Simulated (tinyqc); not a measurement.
Front-illuminated p-i-n photodiode, quantum efficiency and bandwidth: two steps of the calculation.

Light enters through a p layer (0 to xp), a depleted layer (xp to xp + wi) and a thick n substrate, decaying as exp(-al x); one pass, no back reflection. Carriers made in the depleted layer are all collected; those in the neutral layers diffuse.

Values chosen for this exercise; values close to those of silicon at this wavelength:
- lam = 532 nm (wavelength)
- al = 8220 1/cm (absorption coefficient)
- Rf = 0.3 (reflectance of the front face)
- eps_r = 11.1 (relative permittivity)
- xp = 0.14 um (thickness of the front p layer)
- wi = 1.5 um (thickness of the depleted layer)
- Dn = 10 cm^2/s (electron diffusion coefficient in the p layer)
- Ln = 5.6 um (electron diffusion length in the p layer)
- S = 4000 cm/s (recombination velocity of the front surface)
- Lp = 65 um (hole diffusion length in the thick n substrate)
- ve = 1.02e7 cm/s (electron drift velocity)
- vh = 7.1e6 cm/s (hole drift velocity)
- dia = 20 um (diameter)
- RL = 50 ohm (load resistance)
- Cp = 10 fF (parasitic capacitance)
- f = 15 GHz (modulation frequency)

Constants: q = 1.602176634e-19 C, h = 6.62607015e-34 J s, c = 299792458 m/s, eps0 = 8.8541878128e-14 F/cm where lengths are in cm. Results are converted to the units shown.

Problem 1. Quantum efficiency. k = al Ln, s = S Ln/Dn, e = exp(-al xp); front layer f1 = (k/(k^2 - 1)) {[s + k - e (s cosh(xp/Ln) + sinh(xp/Ln))]/[s sinh(xp/Ln) + cosh(xp/Ln)] - k e}; depleted layer f2 = e (1 - exp(-al wi)); substrate f3 = e exp(-al wi) al Lp/(1 + al Lp); external efficiency (1 - Rf)(f1 + f2 + f3); responsivity = efficiency q lam/(h c).

Give: s; f1; f2; f3; external efficiency; responsivity.

Solution 1.

s = 0.22400
f1 = 0.10837
f2 = 0.63156
f3 = 0.25497
external efficiency = 0.69643
responsivity = 0.29883 A/W

The front layer absorbs 10.9 % of the light that enters and collects 99.7 % of that. Diffusion from the neutral layers makes up 36.5 % of the current.

Problem 2. Response at one frequency. Drift response for pairs made in the depleted layer, a = al wi, g = 1 - exp(-a), u = 2 pi i f, te = wi/ve, th = wi/vh: electrons He = [g - a (exp(-a) - exp(-u te))/(u te - a)]/(u te g), holes Hh = [g - a (1 - exp(-a - u th))/(a + u th)]/(u th g); C = eps0 eps_r pi (dia/2)^2/wi + Cp; total |He + Hh|/sqrt(1 + (2 pi f RL C)^2), for the current of the depleted layer alone.

Find: te; th; He; Hh; |He + Hh|; C; total response.

Solution 2.

te = 14.706 ps
th = 21.127 ps
He = 0.49662-0.27289i
Hh = 0.30271-0.19800i
|He + Hh| = 0.92772
C = 30.584 fF
total response = 0.91823

The drift response alone falls to 1/sqrt(2) at 32.3 GHz and the RC term alone at 104 GHz; together they give 30.3 GHz for this part of the current; the diffusion currents, left out, respond on their own time scales.

Numbers from tinyqc (`OMP_NUM_THREADS=1 python tinyqc.py 2250107 2250108 out.jsonl`; about 0.01 s on one thread of a shared Intel Xeon 2.30GHz).
